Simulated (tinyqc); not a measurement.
## Threshold-voltage variability of a planar MOSFET, analytic estimates: effect of the channel doping

Three independent sources add in quadrature: random dopants in the depleted layer, metal-gate grains of two orientations, and roughness of the two gate edges acting through the roll-off VT = VT(long) - Vr exp(-L/l). These are first-order estimates: no three-dimensional electrostatics, no percolation.

ni = sqrt(Nc Nv) exp(-Eg/(2 Vt)), Eg in volts; Cox = 3.9 eps0/ti; Wd = sqrt(4 eps0 eps_r Vt ln(Na/ni)/(q Na)); dopants: s1 = (q/Cox) sqrt(Na Wd/(3 L W)). Grains: Ng = L W/G^2 (at least 1), s2 = dW sqrt(p (1 - p)/Ng). Edges, with exponential correlation and u = W/La: the mean gate length has sL^2 = 2 De^2 (2/u)[1 - (1 - exp(-u))/u]; s3 = sL (Vr/l) exp(-L/l). s = sqrt(s1^2 + s2^2 + s3^2). l and Vr are held fixed.

Parameters, values chosen for the exercise; material values close to those of silicon: temperature T = 300 K; band gap Eg = 1.12 eV; relative permittivity of the semiconductor eps_r = 11.8; conduction-band density of states at T Nc = 2.81e19 cm^-3; valence-band density of states at T Nv = 2.69e19 cm^-3; oxide-equivalent thickness in inversion ti = 1.1 nm; gate length L = 20 nm; gate width W = 65 nm; metal grain size G = 10 nm; work-function difference of the two grain orientations dW = 0.2 eV; share of the orientation of higher work function p = 0.5; rms roughness of one gate edge De = 1.1 nm; correlation length of the roughness La = 10 nm; decay length of the threshold roll-off l = 3.9 nm; prefactor of the roll-off Vr = 1 V.

Constants: q = 1.602176634e-19 C, kB = 1.380649e-23 J/K, Vt = kB T/q, eps0 = 8.8541878128e-14 F/cm where lengths are in cm. Results are converted to the units shown.

The same in every row: s2 (mV) = 27.735; s3 (mV) = 1.2065.

Result of one run:

| Na (cm^-3) | s1 (mV) | s (mV) | s sqrt(L W) (mV um) |
|---|---|---|---|
| 2.6e18 | 19.712 | 34.048 | 1.2276 |

What becomes of these results when the channel doping Na is changed from 2.6e18 to 8e18 cm^-3, all else the same?

Result of the changed run:

| Na (cm^-3) | s1 (mV) | s (mV) | s sqrt(L W) (mV um) |
|---|---|---|---|
| 8e18 | 26.479 | 38.364 | 1.3832 |

The whole series:

| Na (cm^-3) | s1 (mV) | s (mV) | s sqrt(L W) (mV um) |
|---|---|---|---|
| 1.5e17 | 9.2821 | 29.272 | 1.0554 |
| 2.6e17 | 10.738 | 29.766 | 1.0732 |
| 4.7e17 | 12.558 | 30.470 | 1.0986 |
| 8.2e17 | 14.546 | 31.341 | 1.1300 |
| 1.5e18 | 17.056 | 32.582 | 1.1748 |
| 2.6e18 | 19.712 | 34.048 | 1.2276 |
| 4.5e18 | 22.768 | 35.904 | 1.2945 |
| 8e18 | 26.479 | 38.364 | 1.3832 |

As Na goes from 1.5e17 to 8e18 cm^-3, s rises from 29.3 to 38.4 mV. The grains are the largest source in the first and the last row. s1 goes on average as Na^(0.26), near the 1/4 expected from Na Wd. For Na = 1.5e17 to 2.6e18 cm^-3 the depletion depth exceeds L, so source and drain share much of the charge and s1 is rough.

Computed by the program tinyqc: `OMP_NUM_THREADS=1 python tinyqc.py 2090166 2090167 out.jsonl`, one thread of a shared Intel Xeon 2.30GHz, about 0.01 s for the whole run.
